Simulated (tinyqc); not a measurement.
## MOSFET in saturation, small-signal circuit and noise: effect of the gate length on speed and noise

Bias by the inversion coefficient IC = I/Ispec (charge-based model with velocity saturation; weak inversion below 0.1, strong above 10). Common-source circuit: gm, gds, Cgs, Cgd and Cj at the inner nodes, Rg in series with the gate; quasi-static, no source or drain resistance, no gate-body capacitance, no substrate network, no induced gate noise, so fmax is an upper estimate.

Ispec = 2 n mu Cox (W/L) Vt^2, lc = Ls/L, gms = [sqrt((lc IC + 1)^2 + 4 IC) - 1]/[2 + lc (lc IC + 1)], gm = gms Ispec/(n Vt), gds = sg gm. qs = [sqrt(1 + 4 IC) - 1]/2, Cgs = Cox W L qs (2 qs + 3)/(3 (qs + 1)^2) + Cov W, Cgd = Cov W, Cd = Cj W, Rg = Rsh (Wf/L)/(12 Nf) + Rc/W with Nf = W/Wf fingers (not rounded) contacted at both ends. fT = gm/(2 pi (Cgs + Cgd)), fmax = fT/(2 sqrt(Rg (gds + 2 pi fT Cgd))). Channel noise Sid = 4 kB T gam n gm with gam = (1/2 + (2/3) qs)/(1 + qs) + gw lc IC, qs = [sqrt(1 + 4 IC) - 1]/2, lc = Ls/L (the last term an empirical rise with velocity saturation); at the gate, white noise Sw = Sid/gm^2 + 4 kB T Rg. Number fluctuation with correlated mobility: S(f) = K/f, K = q^2 Vt lt Nt/(W L Cox^2) (1 + ac mu Cox I/gm)^2, Vt in eV with Nt per eV. Corner fc = K/Sw. IC is held fixed, and so is sg.

Parameters, values chosen for the exercise: temperature T = 350 K; total gate width W = 10 um; gate capacitance Cox = 1.56 uF/cm^2; mobility mu = 130 cm^2/(V s); slope factor n = 1.31; velocity-saturation length Ls = 10 nm; ratio gds/gm sg = 0.014; overlap and fringe capacitance per side Cov = 0.22 fF/um; drain junction capacitance Cj = 0.55 fF/um; sheet resistance of the gate Rsh = 8 ohm; finger width Wf = 1 um; gate contact and vertical resistance Rc = 300 ohm um; inversion coefficient IC = 0.098; short-channel excess of the noise factor gw = 0.13; oxide trap density Nt = 2.3e17 cm^-3 eV^-1; tunnelling length into the oxide lt = 0.1 nm; Coulomb scattering coefficient ac = 1000 V s/C.

Constants: q = 1.602176634e-19 C, kB = 1.380649e-23 J/K, Vt = kB T/q. Results are converted to the units shown.

Result of one run:
```
L (nm)  I (uA)  Rg (ohm)  fT (GHz)  fmax (GHz)  sqrt(Sw) (nV/Hz^0.5)  fc (MHz)
20       23.68     33.33     18.38       98.41                 5.017     14.80
```

What becomes of these results when the gate length L is changed from 20 to 130 nm, all else the same?

Result of the changed run:
```
L (nm)  I (uA)  Rg (ohm)  fT (GHz)  fmax (GHz)  sqrt(Sw) (nV/Hz^0.5)  fc (MHz)
130      3.644     30.51     2.227       35.66                 12.45    0.3693
```

The whole series:
```
L (nm)  I (uA)  Rg (ohm)  fT (GHz)  fmax (GHz)  sqrt(Sw) (nV/Hz^0.5)  fc (MHz)
20       23.68     33.33     18.38       98.41                 5.017     14.80
32       14.80     32.08     11.24       78.40                 6.269     5.923
50       9.473     31.33     6.908       62.16                 7.781     2.460
79       5.996     30.84     4.091       48.16                 9.737    0.9942
130      3.644     30.51     2.227       35.66                 12.45    0.3693
200      2.368     30.33     1.266       26.88                 15.42    0.1565
320      1.480     30.21    0.6501       19.22                 19.49   0.06126
500     0.9473     30.13    0.3283       13.58                 24.34   0.02513
```

As L goes from 20 to 500 nm, fT falls from 18.4 to 0.328 GHz, fmax falls from 98.4 to 13.6 GHz, the white noise rises from 5.02 to 24.3 nV/Hz^0.5 and the corner falls from 14.8 to 0.0251 MHz. fT goes as L^(-1.05) between the first two rows and L^(-1.53) between the last two; with no overlap and no velocity saturation it would go as 1/L^2. In every row fmax exceeds 4 fT, where channel resistance and substrate losses, left out here, would cap it.

Computed by the program tinyqc: `OMP_NUM_THREADS=1 python tinyqc.py 2150109 2150110 out.jsonl`, one thread of a shared Intel Xeon 2.30GHz, about 0.01 s for the whole run.
